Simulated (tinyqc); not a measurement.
Worked calculation: tight binding, dimerised chain. One step of it, computed by the program tinyqc.

Task: Bloch Hamiltonian at k. H_AA = +delta, H_BB = -delta, H_AB = -t1 - t2 exp(-i k a).

Parameters chosen for this model:
```
parameter     value                      unit
t1         2.180000       eV, inside the cell
t2         1.730000         eV, between cells
delta             0  eV, +/- on the two sites
```

k point k (2 pi / a): 0.110000

Give: H(k) at k.

Result:

H(k) at k (eV):
```
                 A                B
A           0.0000  -3.5130+1.1027i
B  -3.5130-1.1027i           0.0000
```
